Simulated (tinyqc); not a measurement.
Four-band model of biased bilayer graphene near K, step by step. Values are carried at full precision from step to step, so a last printed digit may differ when a step is redone from the rounded ones.

Constants: hbar^2/2m0 = 3.80998211 eV angstrom^2.

Values chosen for the exercise (near those used for Bernal bilayer graphene; shifted at random, so the results belong to these values and not to a real crystal):
- a = 2.46 angstrom (lattice constant)
- g0 = 3.15 eV (hopping in a layer)
- g1 = 0.412 eV (hopping of the dimer sites)
- g3 = 0.2 eV (skew hopping A1-B2)
- g4 = 0.11 eV (skew hopping A1-A2)
- U = 0.27 eV (potential difference of the layers)
- k = (0.011, 0.048) 1/angstrom (wave vector from K)

## Velocities and mass

v_j = (sqrt3/2) a g_j; low-energy mass m/m0 = c g1/v0^2 with c = hbar^2/2m0; crossover wave vector g1/(2 v0).

v0, v3, v4 (eV angstrom): 6.7108  0.4261  0.2343

mass = 0.03486 m0
crossover = 0.03070 1/angstrom

## H at one k

Basis A1, B1, A2, B2, with B1 below A2; p = kx + i ky, v_j = (sqrt3/2) a g_j. Diagonal -U/2, -U/2, U/2, U/2; <A1|B1> = <A2|B2> = v0 p*, <B1|A2> = g1, <A1|B2> = v3 p, <A1|A2> = <B1|B2> = -v4 p*.

Fill in the matrix.

H (eV):
```
                 A1               B1               A2               B2
A1          -0.1350   0.0738-0.3221i  -0.0026+0.0112i   0.0047+0.0205i
B1   0.0738+0.3221i          -0.1350           0.4120  -0.0026+0.0112i
A2  -0.0026-0.0112i           0.4120           0.1350   0.0738-0.3221i
B2   0.0047-0.0205i  -0.0026-0.0112i   0.0738+0.3221i           0.1350
```

## Levels and layer polarisation

Diagonalise; the weight on layer 1 is that of A1 and B1.

levels (eV): -0.6353  -0.1709  0.1878  0.6185

weights:
```
    band 1  band 2  band 3  band 4
A1   0.226   0.423   0.316   0.035
B1   0.505   0.005   0.271   0.219
A2   0.226   0.250   0.004   0.519
B2   0.043   0.321   0.409   0.227
```

weight on layer 1: 0.731  0.428  0.587  0.254

Band 2 has 43 % of its weight on layer 1, the layer of lower potential, and band 3 has 59 %; the dimer sites hold 28 % of band 3. The filled band leans to the upper layer here: at larger k the middle bands approach two displaced cones, each still mixed over both layers by g1, and the top filled one leans to the upper layer.

## The Mexican hat (g3 = g4 = 0)

At K the levels are -/+ U/2 and -/+ sqrt(g1^2 + U^2/4). The smallest gap, U g1/sqrt(U^2 + g1^2), lies on a ring of radius kg = (U/2 v0) sqrt((2 g1^2 + U^2)/(g1^2 + U^2)), v0 = (sqrt3/2) a g0; the height of the hat is U/2 less half that gap.

gap = 0.2258 eV
kg = 0.02623 1/angstrom
height of the hat = 22.09 meV

## Checks

- Gap on the ring from the formula against the matrix: both 0.225827.

tinyqc: `OMP_NUM_THREADS=1 python tinyqc.py 1452743 1452744 out.jsonl`; about 0.1 s, one thread, shared Intel(R) Xeon(R) Processor @ 2.30GHz.
